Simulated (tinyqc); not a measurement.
# Random telegraph noise from one oxide trap in a small MOSFET: what changes with what

An acceptor-like trap exchanges electrons with the channel. Inversion charge Q = Cox u, u = n Vt W0(exp((Vg - VT)/(n Vt))), W0 the Lambert function, n = nf, Cox = eps0 eox/tox; linear regime Id = (W/L) mu Q Vd. Relative to threshold the surface potential rises by Vt ln(u/u0) and the oxide voltage by the rest of Vg - VT, with u0 = n Vt W0(1).

Parameters, values chosen for the exercise; values of the order met in silicon transistors:

| symbol | value | unit | meaning |
|---|---|---|---|
| T | 350 | K | temperature |
| eox | 3.9 |  | relative permittivity of the gate insulator (close to silicon dioxide) |
| tox | 2.6 | nm | insulator thickness |
| xt | 1.1 | nm | depth of the trap from the channel interface |
| E0 | 0.04 | eV | trap level above the channel Fermi level at threshold |
| s0 | 2e-17 | cm^2 | capture prefactor |
| EB | 0.44 | eV | capture barrier (lattice relaxation) |
| lt | 0.14 | nm | tunnelling decay length |
| vth | 1.8e7 | cm/s | thermal velocity |
| zi | 2.2 | nm | thickness of the inversion layer |
| VT | 0.24 | V | threshold voltage |
| nf | 1.2 |  | body factor |
| W | 24 | nm | gate width |
| L | 140 | nm | gate length |
| mu | 280 | cm^2/(V s) | mobility |
| asc | 0 | V s | scattering coefficient of the charged trap |
| Vd | 0.05 | V | drain voltage |
| Vg | 0.26 | V | gate voltage |

Constants: q = 1.602176634e-19 C, kB = 1.380649e-23 J/K, Vt = kB T/q, eps0 = 8.8541878128e-14 F/cm where lengths are in cm. Results are converted to the units shown.

Each table varies one quantity; the others keep the values above.

## Time constants and noise against gate voltage

N = Cox u/q; dpsi = Vt ln(u/u0); E = E0 - dpsi - (xt/tox)(Vg - VT - dpsi); capture time tc = 1/[(N/zi) vth s0 exp(-xt/lt - EB/Vt)]; emission time te = tc exp(-E/Vt); occupancy te/(tc + te). A = W L; threshold step dV = q (1 - xt/tox)/(Cox A); gm/Id = 1/(u + n Vt); relative step dI/I = (gm/Id) dV + asc mu/A. fc = (1/tc + 1/te)/(2 pi); rms = (dI/I) sqrt(tc te)/(tc + te).

Time constants and noise against gate voltage:

| Vg (V) | E (eV) | tc (s) | te (s) | occupancy | dI/I (%) | fc (Hz) | rms dI/I (%) |
|---|---|---|---|---|---|---|---|
| 0.06 | 0.19294 | 1659.2 | 2.7646 | 0.0016635 | 5.6840 | 0.057665 | 0.23163 |
| 0.12 | 0.13920 | 325.21 | 3.2191 | 0.0098013 | 5.5292 | 0.049931 | 0.54471 |
| 0.18 | 0.087182 | 70.364 | 3.9083 | 0.052621 | 4.9249 | 0.042985 | 1.0996 |
| 0.24 | 0.040000 | 20.105 | 5.3375 | 0.20978 | 3.6519 | 0.037734 | 1.4869 |
| 0.3 | -5.3190e-4 | 8.4188 | 8.5686 | 0.50441 | 2.4308 | 0.037479 | 1.2153 |
| 0.36 | -0.036076 | 4.6956 | 15.529 | 0.76783 | 1.6693 | 0.044143 | 0.70481 |
| 0.42 | -0.068658 | 3.1049 | 30.246 | 0.90690 | 1.2248 | 0.056522 | 0.35590 |
| 0.48 | -0.099475 | 2.2723 | 61.495 | 0.96437 | 0.95097 | 0.072630 | 0.17629 |
| 0.54 | -0.12917 | 1.7738 | 128.49 | 0.98638 | 0.77044 | 0.090963 | 0.089292 |

Read the table: what changes, and by how much?

tc falls from 1660 to 1.77 s as the channel fills and te rises from 2.76 to 128 s; they are equal at Vg = 0.299 V, where E = 0. The rms noise goes from 0.232 through a maximum of 1.49 (at Vg = 0.24 V among the rows listed) to 0.0893 %. The slope -Vt d ln(tc/te)/dVg is 0.896 between the first two rows and 0.495 between the last two; it tends to xt/tox = 0.423 only when the surface potential stops moving.

## Effect of the capture barrier

Same model as above.

The same in every row: E (eV) = 0.025788; occupancy = 0.29838; dI/I (%) = 3.1986; rms dI/I (%) = 1.4635.

Result of one run:

| EB (eV) | tc (s) | te (s) | fc (Hz) |
|---|---|---|---|
| 0.5 | 105.62 | 44.918 | 0.0050501 |

What becomes of these results when the capture barrier (lattice relaxation) EB is changed from 0.5 to 0.1 eV, all else the same?

Result of the changed run:

| EB (eV) | tc (s) | te (s) | fc (Hz) |
|---|---|---|---|
| 0.1 | 1.8365e-4 | 7.8103e-5 | 2904.4 |

The whole series:

| EB (eV) | tc (s) | te (s) | fc (Hz) |
|---|---|---|---|
| 0.1 | 1.8365e-4 | 7.8103e-5 | 2904.4 |
| 0.2 | 0.0050575 | 0.0021508 | 105.47 |
| 0.3 | 0.13927 | 0.059230 | 3.8298 |
| 0.4 | 3.8354 | 1.6311 | 0.13907 |
| 0.5 | 105.62 | 44.918 | 0.0050501 |
| 0.6 | 2908.6 | 1237.0 | 1.8339e-4 |
| 0.7 | 80098 | 34064 | 6.6593e-6 |

As EB goes from 0.1 to 0.7, tc rises from 1.84e-4 to 80100 s, te rises from 7.81e-5 to 34100 s and dI/I stays at 3.20 %. The barrier scales both times alike and leaves the occupancy unchanged.

Range of the model: VT is taken as given; short-channel effects and the uneven flow of current among few electrons are left out.

tinyqc, about 0.01 s, one thread, Intel Xeon 2.30GHz (shared host): `OMP_NUM_THREADS=1 python tinyqc.py 2710002 2710003 out.jsonl`
